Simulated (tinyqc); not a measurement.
From one set of inputs to another, one input at a time: time-domain thermoreflectance: layered heat flow under a modulated pulse train, and what the signal ratio measures. Computed by tinyqc, a small Python program. Command: `OMP_NUM_THREADS=1 python tinyqc.py 3110468 3110469 out.jsonl tdtr ladder`. One thread of a shared host (Intel(R) Xeon(R) Processor @ 2.30GHz), about 0.2 s of CPU time with the checks.

Pulses repeat at 80 MHz; heat is laid down at the surface, all layers are isotropic.

The inputs printed are set A. Set A is modelled on aluminium on germanium; the values taken over come from a set modelled on aluminium on beta-Ga2O3. Inputs not listed in the table keep their values of set A, so the rows need not describe a real material.

Inputs (values chosen for the exercise, modelled on aluminium on germanium):

| quantity | value | unit |
|---|---|---|
| metal thickness d | 62 | nm |
| metal conductivity | 140 | W/(m K) |
| metal heat capacity | 2.42 | MJ/(m^3 K) |
| boundary conductance G under the metal | 170 | MW/(m^2 K) |
| substrate conductivity kappa | 62.5 | W/(m K) |
| substrate heat capacity C | 1.73 | MJ/(m^3 K) |
| modulation frequency f | 10 | MHz |
| spot radius w (1/e^2, pump and probe) | 22 | micrometre |
| delay t | 380 | ps |

Stack: metal, substrate.

Method:
- For radial wave number k and angular frequency W each layer has u = sqrt(4 pi^2 k^2 + i W C/kappa) and gamma = kappa u. Surface impedance from below: Z = 1/gamma for the substrate; a layer of thickness L maps Z to (Z + tanh(u L)/gamma)/(1 + gamma Z tanh(u L)); a boundary adds 1/G.
- Response per absorbed watt H(W) = 2 pi int_0^(2/w) Z(k, W) exp(-pi^2 k^2 w^2) k dk by 20 Gauss-Legendre points.
- Signal: X + iY = sum_(m = -M..M) H(2 pi (f + m f_r)) exp(i 2 pi m f_r t) exp(-pi (m/M)^2 x 4), f_r = 80 MHz, M = 4000, with H(-W) the complex conjugate of H(W); V_in = X, V_out = Y, ratio = -V_in/V_out.

Each row keeps all changes above it:

| input moved | from | to | V_in (K/mW) | V_out (K/mW) | phase of H(2 pi f) (degrees) |
|---|---|---|---|---|---|
| set A | - | - | 0.03975 | -0.006158 | -36.988 |
| modulation frequency f (MHz) | 10 | 5 | 0.04226 | -0.008325 | -37.664 |
| metal thickness d (nm) | 62 | 69 | 0.03956 | -0.008322 | -38.074 |
| delay t (ps) | 380 | 900 | 0.02896 | -0.008579 | -38.074 |
| boundary conductance G under the metal (MW/(m^2 K)) | 170 | 180 | 0.02835 | -0.008543 | -38.449 |
| substrate conductivity kappa (W/(m K)) | 62.5 | 14.7 | 0.03461 | -0.016658 | -46.744 |
| substrate heat capacity C (MJ/(m^3 K)) | 1.73 | 3.33 | 0.03148 | -0.012337 | -43.162 |
| spot radius w (1/e^2, pump and probe) (micrometre) | 22 | 8 | 0.23806 | -0.091243 | -42.465 |

Where does the difference come from?

V_in goes from 0.0398 to 0.238, a factor 5.99 in all. The largest single move comes from spot radius w (1/e^2, pump and probe) (a factor 7.56), and delay t works against it (a factor 0.732). V_out goes from -0.00616 to -0.0912, -0.0851 in all. The largest single move comes from spot radius w (1/e^2, pump and probe) (-0.0789). Phase of H(2 pi f) goes from -37.0 to -42.5, -5.48 in all. The largest single move comes from substrate conductivity kappa (-8.29), and substrate heat capacity C works against it (+3.58). The single moves hold for this order of the switches; the total does not depend on the order.

Extremes, crossings and ranges named in words are read from the listed rows.
